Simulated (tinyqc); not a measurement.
Level against rehybridisation: Weaire-Thorpe hybrids on a Bethe lattice: gap and dangling bond of an amorphous tetrahedral solid.

Four sp3 hybrids an atom at energy 0, coupled by -V1 on the atom and by -V2 along a bond; the bonds form a tree (no rings). For any network the gap runs at least from -V2 + V1 to V2 - 3 V1, and p-like states pile up at -V2 + V1 and V2 + V1. On the tree the gap is wider: it ends at Ec = -V1 + sqrt(V2^2 + 4 V1^2 - 2 sqrt3 V1 V2), which makes it well wider than the gaps of the real glasses. A branch seen from a hybrid has the self-energy S = V2^2 g, where g is the Green function of the hybrid across the bond, whose three partners carry S themselves. With a = z - V1, b = a - S: g = 1/(a + V1 b/(b + 3 V1)), z = E + i eta. A full atom has G = (1/b)(b + 3 V1)/(b + 4 V1) per hybrid; a dangling hybrid with shift dh has G = 1/(1/g - dh).

Values chosen for the exercise (out of a larger set: of the size of tabulated hybrid energies for amorphous silicon; not measured data): V1 = 1.78 eV (coupling of two hybrids on one atom); V2 = 4.26 eV (coupling of the two hybrids of a bond).

Root of 1/g(E) = dh for eta = 0 in the gap of the tree, between Ev = -V2 + V1 and Ec; a dash: none. A flatter atom makes the hybrid more p-like (dh > 0, up to V1), a more pyramidal one more s-like (dh < 0).

Level:

| dh (eV) | E (eV) | above Ev (eV) | weight |
|---|---|---|---|
| -3.0 | -1.7851 | 0.6949 | 0.595 |
| -2.5 | -1.4820 | 0.9980 | 0.616 |
| -2.0 | -1.1708 | 1.3092 | 0.626 |
| -1.5 | -0.8578 | 1.6222 | 0.623 |
| -1.0 | -0.5507 | 1.9293 | 0.602 |
| -0.5 | -0.2599 | 2.2201 | 0.557 |
| 0.0 | 0.0000 | 2.4800 | 0.476 |
| 0.5 | 0.2078 | 2.6878 | 0.345 |
| 1.0 | 0.3332 | 2.8132 | 0.144 |

What does the comparison show?

A level exists for 9 of the 9 rows, from dh = -3 (0.695 eV above Ev) to 1 (2.813 eV); the gap of the tree is 2.834 eV. Its slope dE/d(dh) is the weight, largest at dh = -2 (0.63). A level that rises as the atom flattens is why an emptied dangling bond relaxes flat and a doubly filled one pyramidal.

Computed by tinyqc, a small Python program: `OMP_NUM_THREADS=1 python tinyqc.py 1481297 1481298 out.jsonl` (the numbers bound the seed that draws the inputs); one thread of a shared host (Intel(R) Xeon(R) Processor @ 2.30GHz), about 0.04 s for the whole set of steps.
